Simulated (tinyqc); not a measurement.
Low-temperature mobility of a two-dimensional electron gas with static screening. Inputs raised by 2 %, one at a time. Computed by tinyqc, a small Python program. Command: `OMP_NUM_THREADS=1 python tinyqc.py 3029310 3029311 out.jsonl twodeg sens`. One thread of a shared host (Intel(R) Xeon(R) Processor @ 2.30GHz), about 0.05 s of CPU time with the checks.

One subband is filled, the gas is degenerate and scatters at the Fermi circle; one permittivity serves on both sides of the interface. All formulas are in SI units, masses times m_0. Piezoelectric and polar phonons are left out, and n_s is taken as set by a gate, independent of N_i.

Inputs (values chosen for the exercise, modelled on a strained silicon well):
```
quantity                                        value    unit
in-plane mass m                                 0.189     m_0
mass across the layer m_z                       0.929     m_0
permittivity eps                                 11.9       -
valley degeneracy g_v                               2       -
sheet density n_s                             4.8e+11  1/cm^2
depletion charge N_d                          5.4e+10  1/cm^2
roughness height Delta                           0.66      nm
correlation length Lambda                         1.9      nm
remote charge density N_i                     2.9e+10  1/cm^2
distance d of the charges from the interface       43      nm
density rho                                      2329  kg/m^3
sound velocity v_l                               9210     m/s
deformation potential D_A                         8.3      eV
temperature T                                     4.2       K
```

Wave function: ideal sheet. Roughness spectrum: exponential.

Constants: m_0 = 9.1093837015e-31 kg; e = 1.602176634e-19 C; eps_0 = 8.8541878128e-12 F/m; hbar = 1.054571817e-34 J s; k_B = 1.380649e-23 J/K.

Method:
- k_F = sqrt(2 pi n_s/g_v); E_F = hbar^2 k_F^2/(2 m); q_TF = g_v m e^2/(2 pi eps eps_0 hbar^2); Fang-Howard parameter b = [12 m_z e^2 (N_d + 11 n_s/32)/(eps eps_0 hbar^2)]^(1/3), mean depth 3/b; effective field F = e (N_d + n_s/2)/(eps eps_0).
- Form factors of a sheet of zero thickness: G(q) = 1, P(q) = exp(-q d). Dielectric function eps(q) = 1 + q_TF G(q)/q, with q = 2 k_F sin(theta/2).
- Roughness: <|U|^2> = (e F)^2 S(q), S = pi Delta^2 Lambda^2/(1 + q^2 Lambda^2/2)^(3/2).
- 1/tau_t = (m/(pi hbar^3)) int_0^pi (1 - cos theta) <|U|^2>/eps(q)^2 dtheta; the quantum rate 1/tau_q drops the factor (1 - cos theta); 200 Gauss-Legendre points in s with theta = pi s^2, s from 0 to 1; mu = e tau_t/m.
- Remote charges: <|U|^2> = N_i [e^2 P(q)/(2 eps eps_0 q)]^2.
- Unscreened deformation potential in equipartition: 1/tau = m D_A^2 k_B T I/(rho v_l^2 hbar^3), I = int |psi|^4 dz = 3 b/16 for the Fang-Howard function (used for both wave-function options); mu = e tau/m. Bloch-Grueneisen temperature T_BG = 2 hbar v_l k_F/k_B.
- At the Fermi circle the rates add, so 1/mu is the sum; sheet resistance 1/(n_s e mu); mean free path hbar k_F mu/e; the quantum time adds the rates 1/tau_q, with the isotropic acoustic rate e/(m mu).

Runs; columns: (1) input moved; (2) from; (3) to; (4) mobility mu (cm^2/(V s)); (5) roughness mobility (cm^2/(V s)); (6) remote-charge mobility (cm^2/(V s)); (7) sheet resistance (ohm):
```
(1)                                                    (2)        (3)         (4)         (5)         (6)     (7)
base run                                                 -          -  4.9827e+05  1.2711e+06  8.2011e+07  26.097
permittivity eps                                      11.9     12.138  5.0146e+05  1.2790e+06  8.2102e+07  25.930
sheet density n_s (1/cm^2)                         4.8e+11  4.896e+11  4.8775e+05  1.2131e+06  8.4507e+07  26.137
roughness height Delta (nm)                           0.66     0.6732  4.9050e+05  1.2217e+06  8.2011e+07  26.510
correlation length Lambda (nm)                         1.9      1.938  4.9147e+05  1.2278e+06  8.2011e+07  26.458
distance d of the charges from the interface (nm)       43      43.86  4.9844e+05  1.2711e+06  8.6984e+07  26.088
deformation potential D_A (eV)                         8.3      8.466  4.8644e+05  1.2711e+06  8.2011e+07  26.731
mass across the layer m_z (m_0)                      0.929    0.94758  4.9629e+05  1.2711e+06  8.2011e+07  26.201
```

Exponents ln(y'/y) / ln(x'/x):
```
input                                         mobility mu  roughness mobility  remote-charge mobility  sheet resistance
permittivity eps                                    0.323               0.312                   0.056            -0.323
sheet density n_s                                  -1.077              -2.357                   1.514             0.077
roughness height Delta                             -0.793              -2.000                   0.000             0.793
correlation length Lambda                          -0.694              -1.751                   0.000             0.694
distance d of the charges from the interface        0.018               0.000                   2.973            -0.018
deformation potential D_A                          -1.213               0.000                   0.000             1.213
mass across the layer m_z                          -0.201               0.000                   0.000             0.201
```

Among the inputs moved here: mobility mu answers most in size to deformation potential D_A (exponent -1.213), next to sheet density n_s (-1.077). Roughness mobility answers most in size to sheet density n_s (exponent -2.357), next to roughness height Delta (-2.000); its exponent is below 0.0005 for distance d of the charges from the interface, deformation potential D_A, mass across the layer m_z. Its exponent -2.000 in roughness height Delta: the matrix element is e F Delta. Remote-charge mobility answers most in size to distance d of the charges from the interface (exponent +2.973), next to sheet density n_s (+1.514); its exponent is below 0.0005 for roughness height Delta, correlation length Lambda, deformation potential D_A, mass across the layer m_z. Its exponent +1.514 in sheet density n_s: the k_F^3 law of remote charges. Its exponent +2.973 in distance d of the charges from the interface: the d^3 law of a wide spacer. Sheet resistance answers most in size to deformation potential D_A (exponent +1.213), next to roughness height Delta (+0.793).

Caution (all rows): T is below the Bloch-Grueneisen temperature T_BG, so equipartition fails: the acoustic mobility is only a lower bound and the acoustic share of 1/mu is overstated.

Extremes, crossings and ranges named in words are read from the listed rows.
